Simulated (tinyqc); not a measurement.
Beam energy: resolution against speed: sputter depth profiling of a dopant layer: erosion rate, quantification and the mixing-roughness response. Computed by tinyqc, a small Python program. Command: `OMP_NUM_THREADS=1 python tinyqc.py 3028897 3028898 out.jsonl sims walk`. One thread of a shared host (Intel(R) Xeon(R) Processor @ 2.30GHz), about 0.04 s of CPU time with the checks.

A rastered ion beam erodes silicon (49.94 atoms per nm^3). The measured profile is the true one convolved with a depth response.

Inputs (values chosen for the exercise, modelled on a dopant in silicon under an oxygen or caesium beam):
```
quantity                               value    unit
beam energy E                           0.39     keV
beam current                             110      nA
raster side                              200      um
sputter yield at 1 keV                  0.77       -
mixing length at 1 keV                   1.4      nm
roughness sigma                         0.97      nm
depth of the top edge z0                  55      nm
box width b                              7.2      nm
box concentration C                  4.5e+18  1/cm^3
relative sensitivity factor RSF      4.2e+20  1/cm^3
matrix count rate                     350000     1/s
background count rate                      3     1/s
counting time per point                    1       s
level that defines the junction C_B    2e+17  1/cm^3
```

True profile: box.

Constants: e = 1.602176634e-19 C.

Method:
- Scaling chosen for the exercise: yield Y = Y1 E^0.5, mixing length w = w1 E^0.5 (E in keV).
- Erosion rate = Y I/(e x raster^2 x density); depth step = rate x counting time; concentration = RSF x counts/matrix counts; detection limit = RSF x 3 sqrt(background x time)/(matrix rate x time).
- Mixing alone turns a layer at z0 into (1/w) exp(-(z - z0 + w)/w) for z > z0 - w; roughness adds a Gaussian of width sigma. With x = z - z0 + w: g(x) = (1/(2w)) exp(sigma^2/(2 w^2) - x/w) erfc((sigma/w - x/sigma)/sqrt2), and its integral G(x) = (1/2) erfc(-x/(sigma sqrt2)) - w g(x). Measured: C [G(x) - G(x - b)].
- Width = full width at half maximum; the apparent junction is the deep point where the profile falls to C_B; time to profile to twice z0 = 2 z0/erosion rate, at fixed current.

erosion rate = 0.165271 nm/s

Measured values:
```
E (keV)  w (nm)  peak (1/cm^3)  width (nm)  apparent junction (nm)  time (min)
0.15     0.5422     4.4903e+18      7.2058                  64.147      17.887
0.25     0.7000     4.4788e+18      7.2134                  64.334      13.855
0.50     0.9899     4.4401e+18      7.2405                  64.766       9.797
1.00     1.4000     4.3483e+18      7.3113                  65.487       6.928
2.00     1.9799     4.1676e+18      7.4698                  66.569       4.898
4.00     2.8000     3.8728e+18      7.7856                  68.063       3.464
8.00     3.9598     3.4667e+18      8.3611                  69.987       2.449
```

What follows from these numbers?

From the highest to the lowest energy the width goes from 8.36 to 7.21 nm, towards the floor set by roughness and the box width 7.2 nm, and the junction error from 7.79 to 1.95 nm, at 7.3 times the time. Extrapolating the tail slope to zero energy separates mixing from real diffusion. Caution: the surface transient, segregation under the beam and the growth of roughness with depth are left out, and real yields fall faster near the sputter threshold.

Extremes, crossings and ranges named in words are read from the listed rows.
